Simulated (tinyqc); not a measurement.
# Worked calculation: long-channel MOSFET, surface-potential model

Numbers from tinyqc (`OMP_NUM_THREADS=1 python tinyqc.py 2360049 2360050 out.jsonl`; about 0.04 s on one thread of a shared Intel Xeon 2.30GHz). Printed values are rounded.

n-channel transistor on a uniformly doped p-type body, gradual-channel approximation, constant mobility, Boltzmann statistics, full ionisation. Potentials are counted from the neutral body; V is the electron quasi-Fermi potential, Vsb at the source and Vsb + Vds at the drain. Charges are magnitudes per area.

Parameters, values chosen for the exercise; material values those of a made-up semiconductor:
```
symbol    value        unit                                      meaning
T           293           K                                  temperature
Eg         1.34          eV                                     band gap
eps_r      13.3               relative permittivity of the semiconductor
Nc      2.59e19       cm^-3       conduction-band density of states at T
Nv      2.22e19       cm^-3          valence-band density of states at T
Na       2.1e16       cm^-3                 acceptor density of the body
eox        3.73              relative permittivity of the gate insulator
tox          12          nm                          insulator thickness
Vfb        -0.5           V                            flat-band voltage
mu          160  cm^2/(V s)                             channel mobility
W             5          um                                   gate width
L             2          um                                  gate length
Vsb           0           V                     source-body reverse bias
Vgs        1.11           V                          gate-source voltage
Vds         0.5           V                         drain-source voltage
```

Constants: q = 1.602176634e-19 C, kB = 1.380649e-23 J/K, Vt = kB T/q, eps0 = 8.8541878128e-14 F/cm where lengths are in cm. Results are converted to the units shown.

## Body potential, insulator capacitance and body factor

ni = sqrt(Nc Nv) exp(-Eg/(2 Vt)), Eg in volts; phiF = Vt ln(Na/ni); Cox = eps0 eox/tox; gamma = sqrt(2 q eps0 eps_r Na)/Cox. VT = Vfb + 2 phiF + gamma sqrt(2 phiF + Vsb), m = 1 + gamma/(2 sqrt(2 phiF + Vsb)).

ni = 7.16835e7 cm^-3
phiF = 0.492238 V
Cox = 0.275218 uF/cm^2
gamma = 0.323447 V^0.5
VT = 0.805404 V
m = 1.16299

## Iteration 1: surface potential at the source by Newton steps

psi at the start (the root without inversion charge) = 1.25178 V

With V = Vsb: G = psi - Vt + Vt e, e = exp((psi - 2 phiF - Vsb)/Vt); f = Vgs + Vsb - Vfb - psi - gamma sqrt(G); f' = -1 - gamma (1 + e)/(2 sqrt(G)); psi(new) = psi - f/f'.

G = 1001.27 V
f = -9.87656 V
f' = -203.435
psi after iteration 1 = 1.20323 V

## Iteration 2: surface potential at the source by Newton steps

As before.

G = 147.378 V
f = -3.51986 V
f' = -78.1506
psi after iteration 2 = 1.15819 V

## Course of the iteration: surface potential at the source by Newton steps

Stop when psi changes by less than 1e-10 V, or after 40 iterations.

Course of the iteration:
```
iteration  psi (V)  |change| (V)
1          1.20323        0.0485
2          1.15819        0.0450
3          1.12115        0.0370
4          1.09770        0.0235
5          1.08921       8.50e-3
6          1.08826       9.44e-4
7          1.08825       1.05e-5
8          1.08825       1.29e-9
9          1.08825             0
```

Converged in 9 iterations. At the end the number of correct digits about doubles with each step.

## Charges and current of the charge-sheet model

psi_0 = 1.08825 V
psi_L = 1.25178 V

psi_0 and psi_L solve Vgs + Vsb - Vfb - psi = gamma sqrt(G) at V = Vsb and Vsb + Vds. Qi = Cox gamma [sqrt(G) - sqrt(psi - Vt)], G = psi - Vt + Vt exp((psi - 2 phiF - V)/Vt), at both ends. With U = Vgs + Vsb - Vfb: drift = mu (W/L) Cox [U (psi_L - psi_0) - (psi_L^2 - psi_0^2)/2 - (2/3) gamma ((psi_L - Vt)^1.5 - (psi_0 - Vt)^1.5)]; diffusion = mu (W/L) Vt (Qi0 - QiL).

Qi0 = 51.8142 nC/cm^2
QiL = 1.00902e-4 nC/cm^2
drift current = 1.69201 uA
diffusion current = 0.523297 uA
drain current = 2.21530 uA

Drift carries 76.4 % of the current. The drain end is pinched off: its charge is under 1 % of that at the source.

## Inversion charge along the channel

V, point 0 to 10 (V): 0  0.05  0.1  0.15  0.2  0.25  0.3  0.35  0.4  0.45  0.5

The surface potential psi at channel potential V solves Vgs + Vsb - Vfb - psi = gamma sqrt(G), G = psi - Vt + Vt exp((psi - 2 phiF - V)/Vt). Charge sheet: Qi = Cox gamma [sqrt(G) - sqrt(psi - Vt)]. Pao-Sah: Qi = (Cox gamma/2) integral from 3 Vt to psi of exp((u - 2 phiF - V)/Vt)/sqrt(G(u, V)) du.

```
point  psi (V)  Qi, charge sheet (nC/cm^2)  Qi, Pao-Sah (nC/cm^2)
0      1.08825                     51.8142                52.3782
1      1.12977                     38.6127                39.0293
2      1.16893                     26.1920                26.4727
3      1.20402                     15.0844                15.2454
4      1.23154                     6.38957                6.45757
5      1.24661                     1.63101                1.64835
6      1.25093                    0.268501               0.271355
7      1.25166                   0.0381815              0.0385874
8      1.25177                  0.00529262             0.00534887
9      1.25178                  7.30965e-4             7.38734e-4
10     1.25178                  1.00902e-4             1.01975e-4
```

At the source the charge-sheet charge is 1.1 % below the Pao-Sah one.

## Pao-Sah current by Simpson's rule

I = mu (W/L) integral of Qi dV; Simpson's rule on the 11 points, step Vds/10, weights 1, 4, 2, ..., 4, 1 times step/3.

Pao-Sah current = 2.28428 uA

Gauss-Legendre quadrature on many points gives 2.284 uA, so this value is within 0.01 % of it; the charge-sheet current, 2.215 uA, is 3.0 % below it.
